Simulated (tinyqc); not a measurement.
Comparisons within one model: three-band tight binding of a dichalcogenide monolayer. A value that a table varies takes the place of the one given here.

Basis dz2, dxy, dx2-y2 on a triangular lattice, nearest neighbours; alpha = kx a/2, beta = sqrt3 ky a/2. h0 = e1 + 2 t0 (cos 2alpha + 2 cos alpha cos beta); h1 = -2 sqrt3 t2 sin alpha sin beta + 2i t1 (sin 2alpha + sin alpha cos beta); h2 = 2 t2 (cos 2alpha - cos alpha cos beta) + 2i sqrt3 t1 cos alpha sin beta; h11 = e2 + 2 t11 cos 2alpha + (t11 + 3 t22) cos alpha cos beta; h22 = e2 + 2 t22 cos 2alpha + (3 t11 + t22) cos alpha cos beta; h12 = sqrt3 (t22 - t11) sin alpha sin beta + 4i t12 sin alpha (cos alpha - cos beta) + i lam sz. H = [[h0, h1, h2], [., h11, h12], [., ., h22]], Hermitian; the lowest band of each spin is filled. K = (4 pi/3a, 0), M = (pi/a, pi/(sqrt3 a)).

Constants: hbar^2/2m0 = 3.80998211 eV angstrom^2.

Parameters, chosen for this exercise (near a published set for monolayer WSe2; shifted at random, so the results belong to these values and not to a real crystal):
- a = 3.333 angstrom (lattice constant)
- e1 = 0.938 eV (level of dz2)
- e2 = 2.18 eV (level of dxy and dx2-y2)
- t0 = -0.203 eV (hopping)
- t1 = 0.465 eV (hopping)
- t2 = 0.492 eV (hopping)
- t11 = 0.258 eV (hopping)
- t12 = 0.325 eV (hopping)
- t22 = 0.034 eV (hopping)
- lam = 0.225 eV (spin-orbit constant)

## Three bands against the two-band Dirac model at K

Masses from central differences along kx with step 0.002 1/angstrom, c = hbar^2/2m0; Berry curvature of the valence band from a counter-clockwise plaquette of side 0.001 1/angstrom, Omega = -arg(product of overlaps)/area. Two-band model: coupling A = (3 a/(2 sqrt2))(t1 + sqrt3 t2) between valence and conduction states, mass c G/A^2 for both, Omega_v = 2 A^2/G^2. sz = 0 drops the spin-orbit term.

At K:

| sz | G (eV) | m_c (m0) | m_v (m0) | two-band mass | Omega_v (angstrom^2) | two-band Omega |
|---|---|---|---|---|---|---|
| 1 | 1.2687 | 0.267 | 0.331 | 0.223 | 26.719 | 26.939 |
| 0 | 1.4937 | 0.322 | 0.429 | 0.262 | 19.270 | 19.435 |
| -1 | 1.7187 | 0.380 | 0.548 | 0.302 | 14.551 | 14.679 |

A = 4.6564 eV angstrom

How do the results move?

Without spin-orbit coupling the electron mass is 0.322 and the hole mass 0.429, against 0.262 for both in the two-band model: the third band and the curvature of the diagonal terms break the symmetry. The Berry curvature is -0.8 % from the two-band value. The smaller gap (sz = +1) has the larger curvature, by a factor 1.84.

## All hoppings scaled

The six hoppings are multiplied by f; e1, e2 and lam stay (real strain also moves e1 and e2, so this is no model of it). Closed forms: Ev(K) = e2 - (3/2)(t11 + t22) - 3 sqrt3 t12 + lam, Ec(K) = e1 - 3 t0, Ev(Gamma) = e1 + 6 t0.

Gaps (eV):

| f | direct gap at K | Ev(K) - Ev(Gamma) | Ec(K) - top of valence band |
|---|---|---|---|
| 0.85 | 0.8584 | 0.6946 | 0.8584 |
| 0.90 | 0.9952 | 0.6491 | 0.9952 |
| 0.94 | 1.1046 | 0.6128 | 1.1046 |
| 0.97 | 1.1867 | 0.5855 | 1.1867 |
| 1.00 | 1.2687 | 0.5583 | 1.2687 |
| 1.03 | 1.3508 | 0.5310 | 1.3508 |
| 1.06 | 1.4329 | 0.5037 | 1.4329 |
| 1.10 | 1.5423 | 0.4674 | 1.5423 |

What can be read from the table?

The direct gap changes by +27.4 meV for each per cent of f. The top of the valence band stays at K over the range.

## What each parameter does

Spin up: gap at K, Ev(K) - Ev(Gamma), and masses at K by central differences along kx with step 0.002 1/angstrom, c = hbar^2/2m0. Each row changes one parameter from the base and keeps the others.

Results:

| case | gap at K (eV) | K - Gamma (eV) | m_c (m0) | m_v (m0) |
|---|---|---|---|---|
| base | 1.2687 | 0.5583 | 0.267 | 0.331 |
| lam = 0.195 eV | 1.2987 | 0.5283 | 0.274 | 0.343 |
| t12 = 0.295 eV | 1.1129 | 0.7141 | 0.230 | 0.265 |
| e2 = 2.15 eV | 1.2987 | 0.5283 | 0.275 | 0.343 |
| t2 = 0.522 eV | 1.2687 | 0.5583 | 0.249 | 0.296 |
| t0 = -0.173 eV | 1.1787 | 0.3783 | 0.240 | 0.297 |
| t22 = 0.064 eV | 1.3137 | 0.5133 | 0.279 | 0.356 |

What does this show?

The largest shifts from the base row, up to three for each result and ties (the steps differ in size, so this ranks the rows, not the parameters). gap at K (eV): t12 -0.1559, t0 -0.0900, t22 +0.0450; unchanged at the printed digits by t2. K - Gamma (eV): t0 -0.1800, t12 +0.1559, t22 -0.0450; unchanged at the printed digits by t2. m_c (m0): t12 -0.037, t0 -0.027, t2 -0.018. m_v (m0): t12 -0.066, t2 -0.035, t0 -0.034. t2 couples dz2 to the other orbitals and vanishes at K and Gamma, so only the masses feel it.

tinyqc: `OMP_NUM_THREADS=1 python tinyqc.py 1450388 1450389 out.jsonl`; about 0.02 s, one thread, shared Intel(R) Xeon(R) Processor @ 2.30GHz.
